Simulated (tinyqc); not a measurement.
Inside a calculation. Method: Born-Oppenheimer dynamics on the RHF/sto-3g surface (energies and gradients from PySCF), for BeH2, spin multiplicity 1. Computed by tinyqc, a small Python program that keeps every step (integrals from PySCF). Settings: charge = 0, multiplicity = 1, basis = sto-3g, time step (fs) = 1.0, steps = 16. Command: `OMP_NUM_THREADS=1 python tinyqc.py 21113 21114 out.jsonl` (the two numbers bound the seeds that draw the settings). One thread of a shared host (Intel(R) Xeon(R) Processor @ 2.60GHz), about 1 s of CPU time with the checks.

positions (bohr), order 1Be, 2H, 3H:
$$\begin{pmatrix}
0.032125 & -0.026456 & 0.054802 \\
-0.137950 & 2.611602 & -0.026456 \\
-0.022677 & -2.411291 & 0.054802
\end{pmatrix}$$

The total energy should stay constant up to terms of order dt^2; the step counts as short enough if it moves by less than 2 % of the largest kinetic energy.

Trajectory:
```
time (fs)  1Be-2H (angstrom)  potential (hartree)  kinetic (hartree)  total (hartree)
0.000000            1.399559         -15.55626244         0.00486674     -15.55139570
1.000000            1.411005         -15.55444467         0.00314248     -15.55130219
2.000000            1.398217         -15.55499645         0.00366476     -15.55133169
3.000000            1.363113         -15.55743336         0.00594851     -15.55148485
4.000000            1.312271         -15.55943405         0.00779019     -15.55164387
5.000000            1.256896         -15.55868958         0.00704453     -15.55164505
6.000000            1.211585         -15.55536922         0.00393910     -15.55143012
7.000000            1.190459         -15.55272872         0.00149943     -15.55122930
8.000000            1.200793         -15.55363748         0.00231149     -15.55132599
9.000000            1.238725         -15.55674522         0.00518054     -15.55156468
10.000000           1.291632         -15.55851676         0.00687104     -15.55164572
11.000000           1.344510         -15.55752201         0.00598247     -15.55153955
12.000000           1.384829         -15.55519553         0.00381893     -15.55137660
13.000000           1.404425         -15.55395700         0.00266690     -15.55129010
14.000000           1.399793         -15.55512049         0.00378090     -15.55133959
15.000000           1.371968         -15.55795285         0.00647264     -15.55148021
16.000000           1.326459         -15.56033282         0.00871980     -15.55161302
```

Is the time step short enough?

No. The total energy moves within 4.2e-04 hartree; that is over 2 % of the largest kinetic energy, so the time step is too long.
